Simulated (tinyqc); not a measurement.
# Lossy on-chip transmission line with skin effect: what changes with what

A uniform line in a homogeneous dielectric: c = sqrt(er)/(c0 Z0), l = Z0 sqrt(er)/c0 (c0 = 299792458 m/s), g = w c td, w = 2 pi f. The resistance joins its limits as r = sqrt(r_dc^2 + r_hf^2), with r_dc = rho/(wd th), r_hf = kr rho/(2 delta (wd + th)), delta = sqrt(rho/(pi f mu0)), mu0 = 4 pi 1e-7 H/m; this is an interpolation, and internal inductance, up to 0.05 nH/mm at low frequency, is neglected.

Parameters, values chosen for the exercise: width of the strip wd = 1.5 um; thickness of the strip th = 1.5 um; resistivity rho = 2.9 uohm cm; relative permittivity er = 4.2; loss tangent td = 0.02; lossless impedance sqrt(l/c) Z0 = 45 ohm; factor for crowding and the return path kr = 1.2; length len = 4.7 mm; source resistance Rg = 50 ohm; load resistance RL = 1000 ohm; load capacitance CL = 300 fF; frequency f = 0.88 GHz.

Each table varies one quantity; the others keep the values above.

## Line properties against frequency

gamma = sqrt((r + i w l)(g + i w c)) = alpha + i beta, Zc = sqrt((r + i w l)/(g + i w c)), roots with positive real part; loss 8.685889638 alpha in dB; phase velocity w/beta. ZL = 1/(1/RL + i w CL); reflection (ZL - Zc)/(ZL + Zc); Zin = Zc (ZL + Zc tanh(gamma len))/(Zc + ZL tanh(gamma len)); H = V_load/V_source = [Zin/(Zin + Rg)]/[cosh(gamma len) + (Zc/ZL) sinh(gamma len)].

Line properties against frequency:
```
f (GHz)	r (ohm/mm)	r/(w l)	loss (dB/mm)	|Zc| (ohm)	phase velocity over c0	length in wavelengths	|H| (dB)
0.01	12.89	666.9	0.06876	1162	0.02697	0.005813	-0.9117
0.03	12.89	222.4	0.1189	671.0	0.04663	0.01009	-0.9135
0.09	12.90	74.18	0.2052	387.6	0.08037	0.01756	-0.9221
0.3	12.94	22.32	0.3695	212.7	0.1442	0.03262	-0.9893
0.8	13.03	8.427	0.5840	131.1	0.2260	0.05548	-1.364
2	13.24	3.425	0.8568	84.99	0.3253	0.09639	-3.043
7	14.08	1.040	1.258	54.05	0.4434	0.2475	-8.987
20	16.05	0.4153	1.594	46.82	0.4791	0.6545	-14.74
60	21.00	0.1811	2.243	45.36	0.4864	1.934	-25.46
```

What does the table show?

r equals w l at 7.31 GHz: below it |Zc| and the delay grow as in an RC line, above it |Zc| tends to Z0 = 45 ohm and the velocity to 1/sqrt(er) = 0.488 c0. The loss goes as f^(0.50) between the first two rows and f^(0.31) between the last two. |H| is -0.912 dB in the first row and -25.5 dB in the last; between rows it can pass through resonances that the table doesn't show.

## Effect of the load resistance

Same model as above.

The same in every row: r (ohm/mm) = 13.044; r/(w l) = 7.6690; loss (dB/mm) = 0.60931; |Zc| (ohm) = 125.13; phase velocity over c0 = 0.23556; length in wavelengths = 0.058569.

Effect of the load resistance:
```
RL (ohm)	|H| (dB)
10	-21.680
25	-14.764
50	-10.259
75	-8.0377
150	-5.0682
500	-2.1979
10000	-0.72000
```

As RL goes from 10 to 10000, the loss stays at 0.609 dB/mm, |Zc| stays at 125 ohm and |H| goes from -21.7 to -0.720 dB, with its highest value among the rows, -0.720 dB, at RL = 10000.

tinyqc, about 0.01 s, one thread, Intel Xeon 2.30GHz (shared host): `OMP_NUM_THREADS=1 python tinyqc.py 2810118 2810119 out.jsonl`
